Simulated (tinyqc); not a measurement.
Threshold of a short bulk MOSFET: charge sharing, barrier lowering, narrow width: two steps of the calculation.

n-channel device on a p-type body, depletion approximation, full ionisation. Uniform doping N = Na. Vbi from Boltzmann statistics is rough for the degenerate source. Cox = eps0 eox/tox.

Parameters, values chosen for the exercise; band and dielectric values close to those of silicon: temperature T = 400 K; band gap Eg = 1.12 eV; relative permittivity eps_r = 11.5; conduction-band density of states at T Nc = 4.34e19 cm^-3; valence-band density of states at T Nv = 4.13e19 cm^-3; relative permittivity of the gate insulator (close to aluminium oxide) eox = 8.83; insulator thickness tox = 13 nm; channel doping Na = 8.4e17 cm^-3; source and drain doping Nsd = 1e20 cm^-3; flat-band voltage for the doping Na Vfb = -0.89 V; junction depth xj = 21 nm; body-source voltage Vbs = -1 V; drain-source voltage Vds = 0.5 V; gate width W = 2000 nm; shape factor of the fringing depletion at the width edges xw = 1.5708; channel length L = 150 nm.

Constants: q = 1.602176634e-19 C, kB = 1.380649e-23 J/K, Vt = kB T/q, eps0 = 8.8541878128e-14 F/cm where lengths are in cm. Results are converted to the units shown.

Problem 1. Long-channel threshold and scales. ni = sqrt(Nc Nv) exp(-Eg/(2 Vt)), Eg in volts; 2 pB = 2 Vt ln(N/ni); flat band Vfb - Vt ln(N/Na); Wd = sqrt(2 eps0 eps_r (2 pB - Vbs)/(q N)); body term q N Wd/Cox; long-channel VT0 = flat band + 2 pB + body term; Vbi = Vt ln(N Nsd/ni^2); scale length l = sqrt((eps_r/eox) tox Wd).

Wanted: N; 2 pB; flat band; Wd; body term; VT0; Vbi; l.

Solution 1.

N = 8.4000e17 cm^-3
2 pB = 0.84976 V
flat band = -0.89000 V
Wd = 52.906 nm
body term = 1.1839 V
VT0 = 1.1437 V
Vbi = 1.0145 V
l = 29.929 nm

Problem 2. Short-channel and narrow-width shifts. Charge sharing (trapezoid; it ignores Vds): F = (xj/L)(sqrt(1 + 2 Wd/xj) - 1), lowering = body term times F. Barrier lowering: th = exp(-L/(2 l)) + 2 exp(-L/l), lowering = th [2 (Vbi - 2 pB) + Vds], DIBL = th. Narrow width: rise = body term times xw Wd/W. VT by each model = VT0 - lowering + rise.

2 pB = 0.84975944 V
Wd = 52.905530 nm
body term = 1.1839263 V
VT0 = 1.1436857 V
Vbi = 1.0145064 V
l = 29.928902 nm

Wanted: F; lowering by charge sharing; th; lowering of the barrier; DIBL; narrow-width rise; VT, charge sharing; VT, barrier lowering.

Solution 2.

F = 0.20403
lowering by charge sharing = 241.56 mV
th = 0.094916
lowering of the barrier = 78.732 mV
DIBL = 94.916 mV/V
narrow-width rise = 49.195 mV
VT, charge sharing = 0.95132 V
VT, barrier lowering = 1.1141 V

L is 5.01 scale lengths. The charge-sharing lowering is 3.07 times the barrier lowering; the first falls off as 1/L and the second exponentially. Both describe the same loss of gate control, so they are alternatives and are not added.

tinyqc, about 0.01 s, one thread, Intel Xeon 2.30GHz (shared host): `OMP_NUM_THREADS=1 python tinyqc.py 2002017 2002018 out.jsonl`
